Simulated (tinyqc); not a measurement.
## MOSFET in the linear regime without short-channel effects, parameter extraction from computed curves: extraction methods against the first mobility attenuation factor

Inversion charge Q = Cox n Vt W0(exp((Vg - VT)/(n Vt))), W0 the Lambert function and n = nf; u = Q/Cox; mobility mu = mu0/(1 + th1 u + th2 u^2); channel resistance Rch = (L - dL)/(W mu Q); Id = Vd/(Rch + Rsd/W). Cox = eps0 eox/tox. Small Vd, no channel-length or drain effects.

From the continuous curve Id(Vg): tangent at peak gm (V_ext = Vg - Id/gm); constant current Id = 0.1 uA W/L; peak of d2Id/dVg2; Y = Id/sqrt(gm) drawn through Vg = VT + 0.6 and VT + 0.8 V, with intercept VT_Y and slope s. Mobilities gm,max L/(W Cox Vd) and s^2 L/(W Cox Vd) with the drawn L. Last column: share of Rsd/W in the total resistance at VT + 0.8 V.

Parameters, values chosen for the exercise; channel values of the order met in silicon transistors: temperature T = 77 K; relative permittivity of the gate insulator (close to zirconium oxide) eox = 24.4; insulator thickness tox = 10 nm; low-field mobility mu0 = 170 cm^2/(V s); second mobility attenuation factor th2 = 0.15 1/V^2; threshold voltage VT = 0.43 V; body factor nf = 1.41; gate width W = 1 um; drawn gate length L = 0.45 um; drawn less effective length dL = 0.005 um; source plus drain resistance Rsd = 410 ohm um; drain voltage Vd = 0.05 V.

Constants: q = 1.602176634e-19 C, kB = 1.380649e-23 J/K, Vt = kB T/q, eps0 = 8.8541878128e-14 F/cm where lengths are in cm. Results are converted to the units shown.

Extraction methods against the first mobility attenuation factor:
columns A: th1 (1/V); B: V_ext (V); C: constant current (V); D: second derivative (V); E: VT_Y (V); F: mobility from gm (cm^2/(V s)); G: mobility from Y (cm^2/(V s)); H: series share (%)
```
A        B      C      D      E    F    G     H
0    0.439  0.430  0.428  0.499  146  205  19.1
0.2  0.437  0.430  0.428  0.499  141  205  17.2
0.4  0.435  0.430  0.428  0.499  137  205  15.6
0.6  0.434  0.430  0.427  0.499  133  205  14.3
0.8  0.433  0.430  0.427  0.499  130  205  13.2
1    0.432  0.430  0.427  0.499  127  205  12.2
1.2  0.432  0.430  0.427  0.499  125  205  11.4
```

What does the comparison show?

The model has VT = 0.43 V and mu0 = 170 cm^2/(V s). Over the table the extracted thresholds move by 7.1 mV (tangent), under 0.5 mV (constant current), 0.50 mV (second derivative), under 0.5 mV (Y function). The mobility from gm falls from 146 to 125 and that from Y stays near 205 cm^2/(V s).

Numbers from tinyqc (`OMP_NUM_THREADS=1 python tinyqc.py 2210068 2210069 out.jsonl`; about 0.01 s on one thread of a shared Intel Xeon 2.30GHz).
